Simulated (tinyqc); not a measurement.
Worked calculation: UHF in the sto-6g basis, for H4, spin multiplicity 3. This run ends on a higher stationary point, not on the lowest solution. One step of it, computed by the program tinyqc.

Task: Iteration 1: building the Fock matrix. J_ij = sum D_kl (ij|kl) with D = D(alpha) + D(beta), K_ij = sum D_kl (ik|jl) for each spin; F = H + J - K(s); E = tr D H + tr D J / 2 - 0.5 sum_s tr D(s) K(s) + E_nn.

D(alpha) at the start, lower triangle:
```
           1H 1s      2H 1s      3H 1s     4H 1s
1H 1s   0.934462
2H 1s  -0.428676   0.934462
3H 1s  -0.355003  -0.150783   0.934462
4H 1s  -0.150783  -0.355003  -0.428676  0.934462
```

D(beta) at the start, lower triangle:
```
           1H 1s      2H 1s      3H 1s     4H 1s
1H 1s   0.391839
2H 1s  -0.391839   0.391839
3H 1s  -0.391839   0.391839   0.391839
4H 1s   0.391839  -0.391839  -0.391839  0.391839
```

core Hamiltonian H = T + V (hartree), lower triangle:
```
           1H 1s      2H 1s      3H 1s      4H 1s
1H 1s  -1.356592
2H 1s  -0.453129  -1.356592
3H 1s  -0.340248  -0.145678  -1.356592
4H 1s  -0.145678  -0.340248  -0.453129  -1.356592
```

Two-electron integrals (ij|kl) in chemists' order, unique and non-zero (hartree):
```
(11|11) 0.774999   (21|11) 0.132869   (21|21) 0.035150   (22|11) 0.341706
(22|21) 0.132869   (22|22) 0.774999   (31|11) 0.093935   (31|21) 0.018750
(31|22) 0.055253   (31|31) 0.018822   (32|11) 0.028849   (32|21) 0.008032
(32|22) 0.031995   (32|31) 0.006096   (32|32) 0.002642   (33|11) 0.305453
(33|21) 0.069117   (33|22) 0.230562   (33|31) 0.093935   (33|32) 0.031995
(33|33) 0.774999   (41|11) 0.031995   (41|21) 0.008032   (41|22) 0.028849
(41|31) 0.006096   (41|32) 0.002580   (41|33) 0.028849   (41|41) 0.002642
(42|11) 0.055253   (42|21) 0.018750   (42|22) 0.093935   (42|31) 0.011058
(42|32) 0.006096   (42|33) 0.055253   (42|41) 0.006096   (42|42) 0.018822
(43|11) 0.069117   (43|21) 0.018172   (43|22) 0.069117   (43|31) 0.018750
(43|32) 0.008032   (43|33) 0.132869   (43|41) 0.008032   (43|42) 0.018750
(43|43) 0.035150   (44|11) 0.230562   (44|21) 0.069117   (44|22) 0.305453
(44|31) 0.055253   (44|32) 0.028849   (44|33) 0.341706   (44|41) 0.031995
(44|42) 0.093935   (44|43) 0.132869   (44|44) 0.774999
```

nuclear repulsion = 1.77472394 hartree

Give: Coulomb J; exchange K(alpha); exchange K(beta); F(alpha); F(beta); total energy of this density.

Result:

Coulomb J (hartree), lower triangle:
```
       1H 1s  2H 1s  3H 1s  4H 1s
1H 1s  1.667
2H 1s  0.400  1.667
3H 1s  0.295  0.119  1.667
4H 1s  0.119  0.295  0.400  1.667
```

exchange K(alpha) (hartree), lower triangle:
```
        1H 1s   2H 1s  3H 1s  4H 1s
1H 1s   0.570
2H 1s   0.039   0.570
3H 1s   0.005  -0.052  0.570
4H 1s  -0.052   0.005  0.039  0.570
```

exchange K(beta) (hartree), lower triangle:
```
        1H 1s   2H 1s   3H 1s  4H 1s
1H 1s   0.177
2H 1s  -0.032   0.177
3H 1s  -0.034   0.034   0.177
4H 1s   0.034  -0.034  -0.032  0.177
```

F(alpha) (hartree), lower triangle:
```
        1H 1s   2H 1s   3H 1s   4H 1s
1H 1s  -0.260
2H 1s  -0.093  -0.260
3H 1s  -0.049   0.026  -0.260
4H 1s   0.026  -0.049  -0.093  -0.260
```

F(beta) (hartree), lower triangle:
```
        1H 1s   2H 1s   3H 1s  4H 1s
1H 1s   0.134
2H 1s  -0.021   0.134
3H 1s  -0.011  -0.060   0.134
4H 1s  -0.060  -0.011  -0.021  0.134
```

total energy of this density = -0.93840 hartree
